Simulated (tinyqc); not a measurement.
# From diffusion-limited time back to aspect ratio a

Model: atomic layer deposition: Langmuir saturation, growth per cycle and coating of deep features. Computed by tinyqc, a small Python program. Command: `OMP_NUM_THREADS=1 python tinyqc.py 3000553 3000554 out.jsonl ald inv`. One thread of a shared host (Intel(R) Xeon(R) Processor @ 2.30GHz), about 0.02 s of CPU time with the checks.

Precursor A sticks only on free sites, so a long enough pulse saturates; co-reactant B then frees the sites again.

Inputs (values chosen for the exercise, modelled on titanium nitride from the chloride and ammonia): precursor mass M = 190 u; site density q = 2 1/nm^2; sticking probability beta on free sites = 0.0057; precursor pressure p = 19 Pa; temperature T = 325 C; pulse time t = 0.0019 s; desorption energy E_d = 2.19 eV.

Feature: round hole.

Constants: u = 1.6605390666e-27 kg; k_B = 1.380649e-23 J/K; k_B = 8.617333262e-05 eV/K.

Method:
- Wall flux F = p/sqrt(2 pi M k_B T); rate of filling k_a = beta F/q; desorption k_d = 1e13 exp(-E_d/(k_B T)) per second. 1/m^2 = 1e-18/nm^2.
- Temperatures in kelvin are T(C) + 273.15.
- Diffusion-limited filling (Gordon) of a round hole of diameter w: a saturation front at depth z needs dz/dt = D_K n/(z (4q/w)), with Knudsen D_K = w c/3 and F = n c/4; including the entrance and floor terms, t = (q/F)(1 + 19a/4 + 3a^2/2). Reaction-limited filling needs ln(100)/k_a at any depth, k_a = beta F/q. Flow is molecular. The front picture holds when the modulus a sqrt(beta) is well above 1.
- Depth reached by the given pulse: solve the same formula for a. Exposure = p x diffusion-limited time; 1 langmuir = 1.33322e-4 Pa s.

Problem. A run gave the result below. Find the aspect ratio a, known to lie between 9.4 and 16.

diffusion-limited time = 0.003100974 s

Solution.

Each step takes the trial c = (a f_b - b f_a)/(f_b - f_a), f being the result less the target and a, b, c the logarithms of the listed values; c replaces end b, the old b replaces a if the sign of f changed, and otherwise f_a is halved.

Scan of the range:
```
aspect ratio a  diffusion-limited time (s)
9.4                             0.00239993
10.3                            0.00281569
11.2                            0.00326419
12.3                            0.00385680
13.4                            0.00449829
14.6                            0.00525387
16.0                            0.00620891
```

False position (Illinois rule, in the logarithm of the input) inside the bracket:
```
step    end a    end b    trial  diffusion-limited time (s)
1     10.3000  11.2000  10.8637                  0.00309278
2     11.2000  10.8637  10.8796                  0.00310075
3     11.2000  10.8796  10.8804                  0.00310118
4     10.8796  10.8804  10.8800                  0.00310097
5     10.8804  10.8800  10.8800                  0.00310097
```

Diffusion-limited time rises at every point of a 13-point scan of the range (every second point is shown), so one value fits; it is bracketed by 10.3 and 11.2. Answer: aspect ratio a = 10.88.

Caution: the modulus is not well above 1 or the Gordon time is under three times ln(100)/k_a, so there is no sharp front: the Gordon time is only a lower bound and the reaction time must be met as well.
